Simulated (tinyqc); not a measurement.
Undoped gate-all-around wire MOSFET, analytic charge model: one step of the calculation.

An undoped round wire of radius R under an insulator shell and a surrounding gate; long channel, electrons only, n = ni exp((psi - V)/Vt) with V the quasi-Fermi potential (0 at the source, Vd at the drain), constant mobility, no quantisation. The radial Poisson equation gives n(r) = n(0)/(1 - (1 - b) r^2/R^2)^2 with b = Q0/(Q + Q0). Q is the electron charge per area of the wire surface.

Task. Charge at the source by Newton steps. With V = 0: f = Q/Cox + Vt ln(Q/Q0) + Vt ln(1 + Q/Q0) - (Vg - V0); f' = 1/Cox + Vt/Q + Vt/(Q + Q0); Q(new) = Q - f/f'.

Parameters, values chosen for the exercise:

| symbol | value | unit | meaning |
|---|---|---|---|
| T | 293 | K | temperature |
| Vg | 0.24 | V | gate voltage |

Constants: q = 1.602176634e-19 C, kB = 1.380649e-23 J/K, Vt = kB T/q. Results are converted to the units shown.

Q at the start = 15 nC/cm^2
Cox = 4.9532212 uF/cm^2
Q0 = 153.80756 nC/cm^2
V0 = 0.17263416 V

Give: f; f'; Q after iteration 1.

Result.

f = -0.1208 V
f' = 0.002035 V cm^2/nC
Q after iteration 1 = 74.35 nC/cm^2

Numbers from tinyqc (`OMP_NUM_THREADS=1 python tinyqc.py 2460038 2460039 out.jsonl`; about 0.02 s on one thread of a shared Intel Xeon 2.30GHz).
